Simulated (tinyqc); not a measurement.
Reaction control against transport control: chemical vapour deposition: Grove model, boundary layer, depletion and step coverage. Computed by tinyqc, a small Python program. Command: `OMP_NUM_THREADS=1 python tinyqc.py 3014301 3014302 out.jsonl cvd walk`. One thread of a shared host (Intel(R) Xeon(R) Processor @ 2.30GHz), about 0.01 s of CPU time with the checks.

A precursor diffuses to the surface and reacts there at first order; each molecule that reacts adds one formula unit of film.

Inputs (values chosen for the exercise, close to those used for tungsten from its fluoride): prefactor k0 of k_s = 8900 cm/s; activation energy E = 0.786 eV; temperature T = 490 C; total pressure p = 48 torr; mole fraction of the precursor Y = 0.0026; gas diffusivity D0 at 273.15 K and 760 torr = 0.47 cm^2/s; film density N = 6.3e+22 formula units/cm^3; gas velocity U = 13 cm/s; kinematic viscosity nu0 at 273.15 K and 760 torr = 0.89 cm^2/s; susceptor length L = 54 cm; channel height b = 7.2 cm.

Reactor: horizontal, reduced pressure.

Constants: k_B = 8.617333262e-05 eV/K; k_B = 1.380649e-23 J/K.

Method:
- k_s = k0 exp(-E/(k_B T)); C_g = Y p/(k_B T), 1 torr = 133.322 Pa; D = D0 (T/273.15)^1.75 (760/p).
- nu = nu0 (T/273.15)^1.75 (760/p); Re = U L/nu; mean boundary layer delta = (2/3) L/sqrt(Re), at most b/2; h_g = D/delta.
- Fluxes in series: C_s = C_g/(1 + k_s/h_g); growth rate G = k_s h_g/(k_s + h_g) C_g/N; 1 cm/s = 6e8 nm/min.
- Temperatures in kelvin are T(C) + 273.15.

Rates:
```
T (C)  k_s (cm/s)  h_g (cm/s)  G (nm/min)  reaction limit (nm/min)  transport limit (nm/min)
290    8.2275e-04       7.333  1.6766e-02               1.6768e-02                    149.44
340    3.0823e-03       8.510  5.7676e-02               5.7697e-02                    159.29
390    9.4620e-03       9.761  1.6360e-01               1.6376e-01                    168.93
440    2.4819e-02      11.085  3.9855e-01               3.9944e-01                    178.40
490    5.7374e-02      12.481  8.5892e-01               8.6287e-01                    187.70
540    1.1964e-01      13.946  1.6744e+00               1.6887e+00                    196.85
590    2.2913e-01      15.482  3.0023e+00               3.0467e+00                    205.86
640    4.0866e-01      17.085  5.0165e+00               5.1365e+00                    214.74
690    6.8638e-01      18.756  7.8905e+00               8.1793e+00                    223.50
```

The apparent activation energy of G is 0.74 eV between the first rows and 0.69 eV between the last, against E = 0.786 eV. k_s stays far below h_g, so the surface controls throughout. In the reaction limit the slope is E - k_B T, because C_g falls as 1/T; any further lowering comes from transport.
